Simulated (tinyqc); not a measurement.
Orbital energy against energy difference: ionisation energy by orbital energies and by energy differences in the cc-pvdz basis, for BeH2, spin multiplicity 1. Computed by the program tinyqc with PySCF. The cation is unrestricted; errors are against CCSD(T) in this basis, not against experiment.

Geometry (angstrom):
```
atom       x        y       z
Be    0.0000   0.0000  0.0000
H     0.0000   1.2710  0.0000
H     0.0000  -1.2710  0.0000
```

CCSD(T) difference in the same basis = 12.1316 eV

IP-EOM-CCSD = 12.1635 eV

First vertical ionisation energy (eV):
```
method     -e(HOMO)  E(cation) - E  error of -e(HOMO)  error of the difference
HF          12.3731      11.502403             0.2415                  -0.6292
LDA          7.5236      11.776889            -4.6080                  -0.3547
PBE          7.5406      11.801356            -4.5910                  -0.3303
B3LYP        8.7385      12.047721            -3.3931                  -0.0839
PBE0         8.9194      11.980774            -3.2122                  -0.1508
CAM-B3LYP   10.4316      12.145439            -1.7000                   0.0138
LC-wPBE     11.8918      12.293809            -0.2398                   0.1622
```

What does the comparison show, and why?

Koopmans errs by +0.24 eV and Delta-HF by -0.63 eV: relaxation, 0.87 eV, lowers the value and the missing correlation difference works against it. The PBE level is off by -4.6 eV through the wrong tail of its potential, though its energy difference is off by -0.33 eV; exact exchange deepens the level, and among the orbital energies LC-wPBE comes closest; among the differences CAM-B3LYP does.
